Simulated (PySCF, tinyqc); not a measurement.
Inside a calculation. Method: CIS and TDHF on RHF in the sto-3g basis, for BeH+, spin multiplicity 1. The lowest restricted solution is unstable here: a spin-polarised one lies 0.0045 hartree lower (PySCF). Computed by tinyqc, a small Python program that keeps every step (integrals from PySCF). Settings: charge = 1, multiplicity = 1, basis = sto-3g, method = RHF, energy threshold = 1e-10, iteration cap = 82, orthogonalisation = canonical, start = atomic densities, DIIS depth = 6, TDHF = 1. Command: `OMP_NUM_THREADS=1 python tinyqc.py 28621 28622 out.jsonl` (the two numbers bound the seeds that draw the settings). One thread of a shared host (Intel(R) Xeon(R) Processor @ 2.60GHz), about 0.08 s of CPU time with the checks. The early iterations of the SCF are left out here.

## One-electron integrals

Geometry (angstrom):
```
atom       x       y       z
Be    0.0000  0.0000  0.0000
H     0.0000  0.0000  1.7890
```

Basis sto-3g: exponents (1/bohr^2) and contraction coefficients of normalised primitives:
```
element  l (shell)  exponent  coefficient
Be           s (1)   30.1679       0.1543
Be           s (1)    5.4951       0.5353
Be           s (1)    1.4872       0.4446
Be           s (2)    1.3148      -0.1000
Be           s (2)    0.3055       0.3995
Be           s (2)    0.0994       0.7001
Be           p (3)    1.3148       0.1559
Be           p (3)    0.3055       0.6077
Be           p (3)    0.0994       0.3920
H            s (1)    3.4253       0.1543
H            s (1)    0.6239       0.5353
H            s (1)    0.1689       0.4446
```

Overlap, kinetic and nuclear-attraction integrals over the contracted functions; the nuclear repulsion is the sum of Za Zb / Rab.

nuclear repulsion = 1.183180 hartree

overlap S, lower triangle:
```
         1Be 1s  1Be 2s  1Be 2px  1Be 2py  1Be 2pz   2H 1s
1Be 1s   1.0000
1Be 2s   0.2595  1.0000
1Be 2px  0.0000  0.0000   1.0000
1Be 2py  0.0000  0.0000   0.0000   1.0000
1Be 2pz  0.0000  0.0000   0.0000   0.0000   1.0000
2H 1s    0.0259  0.2950   0.0000   0.0000   0.3801  1.0000
```

kinetic energy T (hartree), lower triangle:
```
          1Be 1s  1Be 2s  1Be 2px  1Be 2py  1Be 2pz   2H 1s
1Be 1s    6.6940
1Be 2s   -0.0330  0.2111
1Be 2px   0.0000  0.0000   0.6606
1Be 2py   0.0000  0.0000   0.0000   0.6606
1Be 2pz   0.0000  0.0000   0.0000   0.0000   0.6606
2H 1s    -0.0077  0.0185   0.0000   0.0000   0.0753  0.7600
```

nuclear attraction V (hartree), lower triangle:
```
           1Be 1s   1Be 2s  1Be 2px  1Be 2py  1Be 2pz    2H 1s
1Be 1s   -14.8569
1Be 2s    -1.9760  -2.6040
1Be 2px    0.0000   0.0000  -2.5617
1Be 2py    0.0000   0.0000   0.0000  -2.5617
1Be 2pz   -0.0101  -0.1005   0.0000   0.0000  -2.6323
2H 1s     -0.1964  -0.6890   0.0000   0.0000  -0.8663  -2.4085
```

core Hamiltonian H = T + V (hartree), lower triangle:
```
          1Be 1s   1Be 2s  1Be 2px  1Be 2py  1Be 2pz    2H 1s
1Be 1s   -8.1629
1Be 2s   -2.0090  -2.3928
1Be 2px   0.0000   0.0000  -1.9012
1Be 2py   0.0000   0.0000   0.0000  -1.9012
1Be 2pz  -0.0101  -0.1005   0.0000   0.0000  -1.9717
2H 1s    -0.2041  -0.6705   0.0000   0.0000  -0.7910  -1.6485
```

## Two-electron integrals

Functions are numbered as in S; the eight-fold symmetry (ij|kl) = (ji|kl) = (kl|ij) leaves the list below.

Two-electron integrals (ij|kl) in chemists' order, unique and non-zero (hartree):
```
(11|11) 2.2988   (21|11) 0.3920   (21|21) 0.0795   (22|11) 0.5710
(22|21) 0.1430   (22|22) 0.4177   (31|31) 0.0146   (32|31) 0.0219
(32|32) 0.0923   (33|11) 0.5696   (33|21) 0.1431   (33|22) 0.4176
(33|33) 0.4499   (41|41) 0.0146   (42|41) 0.0219   (42|42) 0.0923
(43|43) 0.0242   (44|11) 0.5696   (44|21) 0.1431   (44|22) 0.4176
(44|33) 0.4014   (44|44) 0.4499   (51|51) 0.0146   (52|51) 0.0219
(52|52) 0.0923   (53|53) 0.0242   (54|54) 0.0242   (55|11) 0.5696
(55|21) 0.1431   (55|22) 0.4176   (55|33) 0.4014   (55|44) 0.4014
(55|55) 0.4499   (61|11) 0.0386   (61|21) 0.0078   (61|22) 0.0142
(61|33) 0.0141   (61|44) 0.0141   (61|51) 0.0007   (61|52) 0.0013
(61|55) 0.0144   (61|61) 0.0008   (62|11) 0.1220   (62|21) 0.0312
(62|22) 0.1032   (62|33) 0.0990   (62|44) 0.0990   (62|51) 0.0040
(62|52) 0.0273   (62|55) 0.1115   (62|61) 0.0034   (62|62) 0.0430
(63|31) 0.0024   (63|32) 0.0124   (63|53) 0.0044   (63|63) 0.0033
(64|41) 0.0024   (64|42) 0.0124   (64|54) 0.0044   (64|64) 0.0033
(65|11) 0.1427   (65|21) 0.0368   (65|22) 0.1271   (65|33) 0.1197
(65|44) 0.1197   (65|51) 0.0063   (65|52) 0.0418   (65|55) 0.1417
(65|61) 0.0041   (65|62) 0.0594   (65|65) 0.0834   (66|11) 0.2954
(66|21) 0.0766   (66|22) 0.2851   (66|33) 0.2660   (66|44) 0.2660
(66|51) 0.0099   (66|52) 0.0915   (66|55) 0.3229   (66|61) 0.0084
(66|62) 0.1603   (66|65) 0.2319   (66|66) 0.7746
```

## Orthogonalisation

S = U s U^T; canonical form X = U s^(-1/2), so that X^T S X = 1. Each column of U has its largest component positive (the first on a tie).

eigenvalues of S: 0.4968  0.7983  1.0000  1.0000  1.1841  1.5209

X:
```
               1        2        3       4        5       6
1Be 1s    0.3219   0.7574   0.0000  0.0000   0.5866  0.2338
1Be 2s   -0.7183  -0.5604   0.0000  0.0000   0.4401  0.4163
1Be 2px   0.0000   0.0000  -0.2327  0.9726   0.0000  0.0000
1Be 2py   0.0000   0.0000   0.9726  0.2327   0.0000  0.0000
1Be 2pz  -0.7115   0.5336   0.0000  0.0000  -0.4985  0.3863
2H 1s     0.9420  -0.2831   0.0000  0.0000  -0.2414  0.5294
```

Within a degenerate level the vectors are fixed only up to a rotation; this is one choice.

## Iteration 9 (converged): orbitals

converged F (hartree), lower triangle:
```
          1Be 1s   1Be 2s  1Be 2px  1Be 2py  1Be 2pz    2H 1s
1Be 1s   -4.9907
1Be 2s   -1.4019  -0.8472
1Be 2px   0.0000   0.0000  -0.1251
1Be 2py   0.0000   0.0000   0.0000  -0.1251
1Be 2pz   0.0165  -0.0988   0.0000   0.0000  -0.2354
2H 1s    -0.1418  -0.3798   0.0000   0.0000  -0.3289  -0.4162
```

Diagonalise F' = X^T F X, C = X C', fill 2 alpha and 2 beta electrons from the bottom; D = 2 C_occ C_occ^T. Each column has its largest component positive (the first on a tie).

F' = X^T F X (hartree), lower triangle:
```
         1        2        3        4        5        6
1  -0.0342
2  -0.5461  -1.9273
3   0.0000   0.0000  -0.1251
4   0.0000   0.0000   0.0000  -0.1251
5  -0.4782  -1.9912   0.0000   0.0000  -2.6127
6  -0.2174  -0.8711   0.0000   0.0000  -1.1910  -1.2101
```

orbital energies (hartree): MO1 -4.9935, MO2 -0.6534, MO3 -0.2530, MO4 -0.1251, MO5 -0.1251, MO6 0.1155

coefficients C:
```
             MO1      MO2      MO3     MO4      MO5      MO6
1Be 1s    0.9930  -0.1992  -0.1992  0.0000   0.0000   0.1034
1Be 2s    0.0261   0.6539   0.7364  0.0000   0.0000  -0.4758
1Be 2px   0.0000   0.0000   0.0000  0.7148  -0.6993   0.0000
1Be 2py   0.0000   0.0000   0.0000  0.6993   0.7148   0.0000
1Be 2pz  -0.0020   0.2584  -0.5896  0.0000   0.0000  -0.8800
2H 1s    -0.0028   0.4984  -0.3710  0.0000   0.0000   0.9591
```

D after iteration 9, lower triangle:
```
          1Be 1s  1Be 2s  1Be 2px  1Be 2py  1Be 2pz   2H 1s
1Be 1s    2.0514
1Be 2s   -0.2086  0.8566
1Be 2px   0.0000  0.0000   0.0000
1Be 2py   0.0000  0.0000   0.0000   0.0000
1Be 2pz  -0.1068  0.3378   0.0000   0.0000   0.1336
2H 1s    -0.2042  0.6517   0.0000   0.0000   0.2576  0.4969
```

Within a degenerate level the vectors are fixed only up to a rotation; this is one choice.

## Convergence

Stop when the energy changes by less than 1e-10 hartree and every element of the error matrix X^T (F D S - S D F) X is below 3e-06.

Course of the cycle:
```
iteration  E (hartree)     change  largest element of the error matrix
1           -12.607009          -                             1.69e-01
2           -14.578168  -1.97e+00                             8.81e-02
3           -14.607650  -2.95e-02                             5.01e-02
4           -14.615069  -7.42e-03                             7.59e-03
5           -14.615323  -2.55e-04                             3.25e-03
6           -14.615339  -1.60e-05                             1.06e-04
7           -14.615339  -5.21e-08                             9.68e-06
8           -14.615339  -4.71e-10                             2.47e-07
9           -14.615339  -3.52e-13                             9.51e-09
```

PySCF RHF in the same basis = -14.615339 hartree

Converged in 9 iterations.

## Integrals over molecular orbitals

(pq|rs) = sum C_ip C_jq C_kr C_ls (ij|kl), one index at a time.

one-electron integrals over orbitals h = C^T H C (hartree), lower triangle:
```
         1        2        3        4        5        6
1  -8.1535
2   0.1724  -1.9982
3   0.1945  -0.0656  -1.8694
4   0.0000   0.0000   0.0000  -1.9012
5   0.0000   0.0000   0.0000   0.0000  -1.9012
6  -0.0649   0.2327  -0.0935   0.0000   0.0000  -1.6501
```

Two-electron integrals over orbitals (pq|rs), unique and non-zero (hartree):
```
(11|11) 2.2757    (21|11) -0.1715   (21|21) 0.0215    (22|11) 0.4529
(22|21) -0.0009   (22|22) 0.4605    (31|11) -0.1719   (31|21) 0.0177
(31|22) -0.0141   (31|31) 0.0262    (32|11) 0.0746    (32|21) -0.0057
(32|22) -0.0660   (32|31) 0.0019    (32|32) 0.0610    (33|11) 0.5256
(33|21) -0.0109   (33|22) 0.3262    (33|31) 0.0025    (33|32) 0.0328
(33|33) 0.4293    (41|41) 0.0156    (42|41) 0.0141    (42|42) 0.0455
(43|41) 0.0138    (43|42) 0.0344    (43|43) 0.0486    (44|11) 0.5692
(44|21) -0.0060   (44|22) 0.3493    (44|31) -0.0061   (44|32) 0.0390
(44|33) 0.3836    (44|44) 0.4499    (51|51) 0.0156    (52|51) 0.0141
(52|52) 0.0455    (53|51) 0.0138    (53|52) 0.0344    (53|53) 0.0486
(54|54) 0.0242    (55|11) 0.5692    (55|21) -0.0060   (55|22) 0.3493
(55|31) -0.0061   (55|32) 0.0390    (55|33) 0.3836    (55|44) 0.4014
(55|55) 0.4499    (61|11) 0.0843    (61|21) -0.0139   (61|22) -0.0090
(61|31) -0.0024   (61|32) 0.0079    (61|33) 0.0150    (61|44) 0.0022
(61|55) 0.0022    (61|61) 0.0159    (62|11) -0.1344   (62|21) 0.0014
(62|22) 0.0223    (62|31) 0.0084    (62|32) -0.0553   (62|33) -0.0108
(62|44) -0.0688   (62|55) -0.0688   (62|61) 0.0048    (62|62) 0.1182
(63|11) 0.0748    (63|21) -0.0033   (63|22) -0.0568   (63|31) 0.0050
(63|32) 0.0568    (63|33) 0.0517    (63|44) 0.0355    (63|55) 0.0355
(63|61) 0.0076    (63|62) -0.0603   (63|63) 0.0735    (64|41) -0.0072
(64|42) -0.0258   (64|43) -0.0082   (64|64) 0.0225    (65|51) -0.0072
(65|52) -0.0258   (65|53) -0.0082   (65|65) 0.0225    (66|11) 0.4831
(66|21) -0.0018   (66|22) 0.4667    (66|31) -0.0128   (66|32) -0.0701
(66|33) 0.3539    (66|44) 0.3524    (66|55) 0.3524    (66|61) -0.0073
(66|62) 0.0495    (66|63) -0.0605   (66|66) 0.5043
```

## CIS matrix, singlets

A(ia,jb) = (e_a - e_i) d_ij d_ab + 2 (ia|jb) - (ij|ab).

CIS matrix A, singlet (hartree), lower triangle:
```
         1>3     1>4     1>5     1>6      2>3     2>4     2>5     2>6
1>3   4.2673
1>4   0.0000  4.3303
1>5   0.0000  0.0000  4.3303
1>6  -0.0795  0.0000  0.0000  4.6576
2>3   0.0147  0.0000  0.0000  0.0191   0.1962
2>4   0.0000  0.0343  0.0000  0.0000   0.0000  0.2700
2>5   0.0000  0.0000  0.0343  0.0000   0.0000  0.0000  0.2700
2>6   0.0201  0.0000  0.0000  0.0114  -0.0537  0.0000  0.0000  0.5387
```

## CIS singlet states

dipole integrals <i|r|a> (bohr):
```
           x       y        z
1>3   0.0000  0.0000  -0.0934
1>4   0.1049  0.1026   0.0000
1>5  -0.1026  0.1049   0.0000
1>6   0.0000  0.0000  -0.1121
2>3   0.0000  0.0000  -1.1774
2>4   0.6492  0.6352   0.0000
2>5  -0.6352  0.6492   0.0000
2>6   0.0000  0.0000   0.8274
```

Diagonalise A (1 hartree = 27.211386 eV); each vector has its largest component positive (the first on a tie). The transition dipole is mu = sqrt2 sum c_ia <i|r|a>.

singlet excitation energies (eV): 5.1111  7.3381  7.3381  14.8799  115.7020  117.8420  117.8420  127.1648

lowest vectors:
```
     state 1  state 2  state 3  state 4  state 5  state 6
1>3  -0.0044   0.0000   0.0000  -0.0048   0.9814   0.0000
1>4   0.0000  -0.0084  -0.0008   0.0000   0.0000  -0.6458
1>5   0.0000   0.0008  -0.0084   0.0000   0.0000   0.7634
1>6  -0.0047   0.0000   0.0000  -0.0021   0.1920   0.0000
2>3   0.9884   0.0000   0.0000  -0.1517   0.0044   0.0000
2>4   0.0000   0.9954   0.0955   0.0000   0.0000  -0.0055
2>5   0.0000  -0.0955   0.9954   0.0000   0.0000   0.0064
2>6   0.1517   0.0000   0.0000   0.9884   0.0058   0.0000
```

oscillator strengths 2/3 w |mu|^2: 0.2694  0.2958  0.2958  0.7249  0.0730  0.1376

Within a degenerate level the vectors are fixed only up to a rotation; this is one choice.

## TDHF (RPA) singlet states

B(ia,jb) = 2 (ia|jb) - (ib|ja); the squared energies are the eigenvalues of (A - B)(A + B); 1 hartree = 27.211386 eV.

TDHF matrix B, singlet (hartree), lower triangle:
```
         1>3     1>4     1>5     1>6      2>3     2>4     2>5     2>6
1>3   0.0262
1>4   0.0000  0.0156
1>5   0.0000  0.0000  0.0156
1>6  -0.0024  0.0000  0.0000  0.0159
2>3   0.0019  0.0000  0.0000  0.0074   0.0610
2>4   0.0000  0.0141  0.0000  0.0000   0.0000  0.0455
2>5   0.0000  0.0000  0.0141  0.0000   0.0000  0.0000  0.0455
2>6   0.0089  0.0000  0.0000  0.0048  -0.0553  0.0000  0.0000  0.1182
```

squared energies w^2 (hartree^2): 0.0320  0.0707  0.0707  0.2785  18.0784  18.7536  18.7536  21.8386

TDHF energies from the positive w^2 (eV): 4.8680  7.2330  7.2330  14.3599  115.6993  117.8400  117.8400  127.1636

## CIS matrix, triplets

A(ia,jb) = (e_a - e_i) d_ij d_ab - (ij|ab).

CIS matrix A, triplet (hartree), lower triangle:
```
         1>3     1>4     1>5     1>6     2>3     2>4     2>5     2>6
1>3   4.2149
1>4   0.0000  4.2992
1>5   0.0000  0.0000  4.2992
1>6  -0.0748  0.0000  0.0000  4.6259
2>3   0.0109  0.0000  0.0000  0.0033  0.0743
2>4   0.0000  0.0060  0.0000  0.0000  0.0000  0.1790
2>5   0.0000  0.0000  0.0060  0.0000  0.0000  0.0000  0.1790
2>6   0.0033  0.0000  0.0000  0.0018  0.0568  0.0000  0.0000  0.3023
```

## CIS triplet states

Diagonalise A (1 hartree = 27.211386 eV); each vector has its largest component positive (the first on a tie).

triplet excitation energies (eV): 1.6560  4.8716  4.8716  8.5890  114.3358  116.9862  116.9862  126.2346

lowest vectors:
```
     state 1  state 2  state 3  state 4  state 5  state 6
1>3  -0.0024   0.0000   0.0000  -0.0015   0.9848   0.0000
1>4   0.0000  -0.0012  -0.0009   0.0000   0.0000   0.8641
1>5   0.0000   0.0009  -0.0012   0.0000   0.0000   0.5033
1>6  -0.0006   0.0000   0.0000  -0.0006   0.1736   0.0000
2>3   0.9734   0.0000   0.0000   0.2291   0.0028   0.0000
2>4   0.0000   0.7926   0.6097   0.0000   0.0000   0.0013
2>5   0.0000  -0.6097   0.7926   0.0000   0.0000   0.0007
2>6  -0.2291   0.0000   0.0000   0.9734   0.0009   0.0000
```

Within a degenerate level the vectors are fixed only up to a rotation; this is one choice.

## TDHF (RPA) triplet states

B(ia,jb) = - (ib|ja); the squared energies are the eigenvalues of (A - B)(A + B); 1 hartree = 27.211386 eV.

TDHF matrix B, triplet (hartree), lower triangle:
```
         1>3      1>4      1>5      1>6      2>3      2>4      2>5      2>6
1>3  -0.0262
1>4   0.0000  -0.0156
1>5   0.0000   0.0000  -0.0156
1>6   0.0024   0.0000   0.0000  -0.0159
2>3  -0.0019   0.0000   0.0000  -0.0084  -0.0610
2>4   0.0000  -0.0141   0.0000   0.0000   0.0000  -0.0455
2>5   0.0000   0.0000  -0.0141   0.0000   0.0000   0.0000  -0.0455
2>6  -0.0079   0.0000   0.0000  -0.0048   0.0553   0.0000   0.0000  -0.1182
```

squared energies w^2 (hartree^2): -0.0067  0.0300  0.0300  0.0862  17.6540  18.4822  18.4822  21.5202

TDHF energies from the positive w^2 (eV): 4.7110  4.7110  7.9888  114.3332  116.9842  116.9842  126.2332

A + B or A - B has a negative eigenvalue: the restricted solution is unstable towards a spin-polarised one, a negative w^2 means an imaginary energy, and the lowest roots have no physical meaning.
